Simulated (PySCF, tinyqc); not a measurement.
G0W0 on RHF in the 3-21g basis, for H3+, spin multiplicity 1, step by step. The lowest restricted solution is unstable here: a spin-polarised one lies 0.0001 hartree lower (PySCF). One step of it, computed by the program tinyqc.

Question. G0W0 on Hartree-Fock: HOMO. W(p,q,m) = sqrt2 sum_ia (pq|ia) (X+Y)_ia,m; Sigma_c(x) = sum_(i,m) W^2/(x - e_i + w_m) + sum_(a,m) W^2/(x - e_a - w_m); solve x = e_p + Sigma_c(x) by Newton steps; Z = 1/(1 - dSigma/dx); 1 hartree = 27.211386 eV.

orbital energies (hartree): MO1 -0.939752, MO2 -0.377898, MO3 -0.038259, MO4 0.707720, MO5 0.813703, MO6 0.964006

Two-electron integrals over orbitals (pq|rs), unique and non-zero (hartree):
```
(11|11) 0.544994    (21|11) -0.002137   (21|21) 0.121783    (22|11) 0.432416
(22|21) 0.002417    (22|22) 0.442578    (31|11) 0.081559    (31|21) 0.000511
(31|22) -0.014856   (31|31) 0.077979    (32|11) 0.000956    (32|21) -0.094720
(32|22) -0.002272   (32|31) -0.000982   (32|32) 0.100691    (33|11) 0.416724
(33|21) -0.001899   (33|22) 0.379961    (33|31) 0.027562    (33|32) 0.001680
(33|33) 0.373480    (41|11) 0.070578    (41|21) -0.000830   (41|22) 0.074762
(41|31) -0.006451   (41|32) 0.000302    (41|33) 0.045455    (41|41) 0.052601
(42|11) -0.000860   (42|21) 0.067435    (42|22) 0.001907    (42|31) 0.000048
(42|32) -0.047035   (42|33) -0.000468   (42|41) -0.000284   (42|42) 0.072808
(43|11) -0.042265   (43|21) -0.000159   (43|22) -0.049318   (43|31) 0.006128
(43|32) 0.000142    (43|33) -0.024902   (43|41) -0.021559   (43|42) -0.000042
(43|43) 0.028614    (44|11) 0.441538    (44|21) -0.000671   (44|22) 0.429560
(44|31) 0.002445    (44|32) 0.000337    (44|33) 0.370491    (44|41) 0.078594
(44|42) 0.000318    (44|43) -0.057496   (44|44) 0.445015    (51|11) 0.003024
(51|21) -0.053665   (51|22) -0.000906   (51|31) 0.001304    (51|32) 0.036672
(51|33) 0.001777    (51|41) 0.000974    (51|42) -0.056996   (51|43) 0.000356
(51|44) 0.000463    (51|51) 0.045365    (52|11) -0.090651   (52|21) -0.001688
(52|22) -0.099927   (52|31) 0.011685    (52|32) 0.001020    (52|33) -0.052949
(52|41) -0.059769   (52|42) -0.002255   (52|43) 0.040573    (52|44) -0.111990
(52|51) 0.001489    (52|52) 0.082798    (53|11) 0.002857    (53|21) 0.018095
(53|22) 0.001543    (53|31) 0.001432    (53|32) -0.001895   (53|33) 0.001669
(53|41) 0.000626    (53|42) 0.037159    (53|43) 0.000178    (53|44) 0.001558
(53|51) -0.027784   (53|52) -0.001847   (53|53) 0.030267    (54|11) 0.002695
(54|21) -0.148233   (54|22) -0.004421   (54|31) 0.000564    (54|32) 0.124123
(54|33) 0.002123    (54|41) 0.000045    (54|42) -0.098981   (54|43) 0.000560
(54|44) -0.000459   (54|51) 0.078648    (54|52) 0.003640    (54|53) -0.030229
(54|54) 0.208864    (55|11) 0.415267    (55|21) 0.004532    (55|22) 0.434723
(55|31) -0.021744   (55|32) -0.004261   (55|33) 0.364297    (55|41) 0.086896
(55|42) 0.003958    (55|43) -0.057263   (55|44) 0.443568    (55|51) -0.002702
(55|52) -0.118116   (55|53) 0.001979    (55|54) -0.008461   (55|55) 0.455185
(61|11) -0.075497   (61|21) -0.001313   (61|22) 0.006067    (61|31) -0.064452
(61|32) 0.001682    (61|33) -0.040525   (61|41) -0.009341   (61|42) -0.001513
(61|43) -0.021959   (61|44) 0.002341    (61|51) -0.001126   (61|52) -0.012933
(61|53) -0.002791   (61|54) 0.001328    (61|55) 0.016927    (61|61) 0.095168
(62|11) -0.002037   (62|21) 0.041647    (62|22) -0.001927   (62|31) 0.001365
(62|32) -0.025777   (62|33) -0.001492   (62|41) -0.001881   (62|42) 0.036824
(62|43) 0.001310    (62|44) -0.003033   (62|51) -0.028771   (62|52) 0.001171
(62|53) 0.021189    (62|54) -0.057298   (62|55) -0.001672   (62|61) -0.002081
(62|62) 0.025256    (63|11) -0.127514   (63|21) 0.001855    (63|22) -0.058928
(63|31) -0.050636   (63|32) -0.000542   (63|33) -0.064607   (63|41) -0.038679
(63|42) 0.001798    (63|43) 0.008596    (63|44) -0.070480   (63|51) -0.003278
(63|52) 0.037894    (63|53) -0.000942   (63|54) -0.002702   (63|55) -0.057002
(63|61) 0.067035    (63|62) 0.001407    (63|63) 0.081850    (64|11) -0.028247
(64|21) -0.004386   (64|22) 0.036724    (64|31) -0.053661   (64|32) 0.004100
(64|33) -0.003101   (64|41) 0.024931    (64|42) -0.002805   (64|43) -0.015049
(64|44) 0.030691    (64|51) 0.001449    (64|52) -0.034263   (64|53) -0.001743
(64|54) 0.004972    (64|55) 0.052707    (64|61) 0.045982    (64|62) -0.003340
(64|63) 0.023481    (64|64) 0.053705    (65|11) -0.002717   (65|21) -0.065831
(65|22) 0.000159    (65|31) -0.004736   (65|32) 0.060968    (65|33) -0.000340
(65|41) 0.001145    (65|42) -0.047786   (65|43) -0.001192   (65|44) 0.001615
(65|51) 0.038250    (65|52) -0.000696   (65|53) -0.011926   (65|54) 0.095890
(65|55) -0.000626   (65|61) 0.005965    (65|62) -0.023839   (65|63) 0.002075
(65|64) 0.006766    (65|65) 0.048907    (66|11) 0.554263    (66|21) -0.005950
(66|22) 0.394583    (66|31) 0.123021    (66|32) 0.004010    (66|33) 0.423592
(66|41) 0.071216    (66|42) -0.003810   (66|43) -0.021843   (66|44) 0.416083
(66|51) 0.007014    (66|52) -0.070260   (66|53) 0.003297    (66|54) 0.009149
(66|55) 0.379939    (66|61) -0.144188   (66|62) -0.002269   (66|63) -0.166934
(66|64) -0.068573   (66|65) -0.003813   (66|66) 0.650741
```

excitation energies w (hartree): 0.757139  1.028820  1.748845  1.846331  2.094450

X + Y:
```
             1          2          3          4          5
1>2   0.858984   0.002055   0.000090  -0.041580  -0.000474
1>3  -0.003034   0.930974  -0.017056   0.000760  -0.066582
1>4   0.001594   0.024064   0.969174   0.016698  -0.041886
1>5   0.114683  -0.002914  -0.018138   0.971551  -0.008250
1>6   0.002171   0.139380   0.046814   0.010082   0.947359
```

Give: The 12 largest terms at x = e_p; Newton steps; quasiparticle energy of the HOMO; Hartree-Fock value.

Answer.

The 12 largest terms at x = e_p (hartree; W for the signs of X + Y given):

| q | m | W | term |
|---|---|---|---|
| 2 | 1 | 0.1392 | -0.0147 |
| 1 | 2 | 0.0949 | 0.0088 |
| 1 | 5 | -0.1130 | 0.0061 |
| 1 | 3 | 0.0897 | 0.0046 |
| 6 | 5 | 0.1341 | -0.0045 |
| 3 | 2 | 0.0897 | -0.0042 |
| 3 | 5 | -0.0933 | -0.0029 |
| 2 | 4 | -0.0809 | -0.0027 |
| 4 | 3 | 0.0716 | -0.0015 |
| 6 | 2 | -0.0664 | -0.0015 |
| 5 | 1 | -0.0578 | -0.0013 |
| 5 | 4 | 0.0655 | -0.0012 |

Newton steps (hartree):

| step | x | Sigma_c(x) | Z |
|---|---|---|---|
| 0 | -0.9398 | -0.0152 | 0.9685 |
| 1 | -0.9545 | -0.0148 | 0.9685 |
| 2 | -0.9545 | -0.0148 | 0.9685 |

quasiparticle energy of the HOMO = -25.9738 eV

Hartree-Fock value = -25.5720 eV
